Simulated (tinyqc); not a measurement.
Vibrations of a mass or spring defect in a linear chain. Changing the spring ratio k'/k at the defect. Computed by tinyqc, a small Python program. Command: `OMP_NUM_THREADS=1 python tinyqc.py 3031363 3031364 out.jsonl localmode sweep`. One thread of a shared host (Intel(R) Xeon(R) Processor @ 2.30GHz), about 0.04 s of CPU time with the checks.

A ring of N atoms with nearest-neighbour springs k and motion along the chain. Atom 1 is the defect, of mass M', and its two springs are k'. Odd sites are A (the defect replaces an A atom), even sites B.

Inputs (values chosen for the exercise, for a model chain):
```
quantity,value,unit
spring constant k,6.65,eV/angstrom^2
mass M_A,29.2,u
mass M_B,16.4,u
defect mass M',9.69,u
```

Host: diatomic.

Constants: nu for 1 eV/(angstrom^2 u) = 15.6333042 THz.

Method:
- Host bands: lambda from 0 to 2k/M(heavy) and from 2k/M(light) to 2k (1/M_A + 1/M_B).
- nu = 15.6333042 THz x sqrt(lambda), lambda in eV/(angstrom^2 u).
- D_ii = (sum of the two springs at i)/M_i, D_ij = -k_ij/sqrt(M_i M_j) for neighbours, closed into a ring.
- The same matrix for 120 atoms; amplitudes are the mass-weighted eigenvector, in size, relative to the defect, for the highest mode; its weight is the squared component of the normalised eigenvector on the defect.

One run for each value:
```
spring ratio k'/k at the defect,ratio to the top of the host band,weight of the highest mode on the defect,"highest frequency, long ring (THz)"
0.6,1.0045,0.27686,17.672
0.9,1.1724,0.62122,20.626
1.2,1.3352,0.67557,23.490
1.5,1.4824,0.70098,26.081
1.8,1.6171,0.71580,28.450
2.1,1.7417,0.72550,30.643
2.4,1.8583,0.73235,32.693
```

Over the rows, ratio to the top of the host band rises from 1.00 to 1.86 (exponent d ln y / d ln x 0.38 between the first rows and 0.48 between the last); weight of the highest mode on the defect rises from 0.277 to 0.732 (exponent d ln y / d ln x 2.0 between the first rows and 0.070 between the last); highest frequency, long ring (THz) rises from 17.7 to 32.7 (exponent d ln y / d ln x 0.38 between the first rows and 0.48 between the last).  Left out: 0.300 (the highest mode does not move the defect).

Extremes, crossings and ranges named in words are read from the listed rows.
